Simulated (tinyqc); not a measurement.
Rayleigh-quotient iteration on a symmetric matrix, step by step. One step of it, computed by the program tinyqc.

Question. Step 2. solve (A - shift) w = v; v' = w/|w| with its largest component positive (the first on a tie); lambda = v'^T A v'; the next shift is lambda.

A:
```
[[0.665000, 0.768000, -0.400000, -0.425000, 0.244000, -0.136000],
 [0.768000, 0.755000, 0.291000, 0.353000, -1.086000, 0.330000],
 [-0.400000, 0.291000, 1.147000, 0.157000, -0.073000, 0.730000],
 [-0.425000, 0.353000, 0.157000, 1.213000, -0.064000, 0.363000],
 [0.244000, -1.086000, -0.073000, -0.064000, 2.747000, 0.586000],
 [-0.136000, 0.330000, 0.730000, 0.363000, 0.586000, 3.230000]]
```

vector after step 1: [0.277259, 0.351180, 0.768958, 0.074101, 0.299649, -0.336487]

Rayleigh quotient after step 1 = 0.805280

Give: vector after step 2; Rayleigh quotient after step 2.

Answer.

vector after step 2: [0.2540, 0.3242, 0.7957, 0.0258, 0.2830, -0.3415]

Rayleigh quotient after step 2 = 0.8037
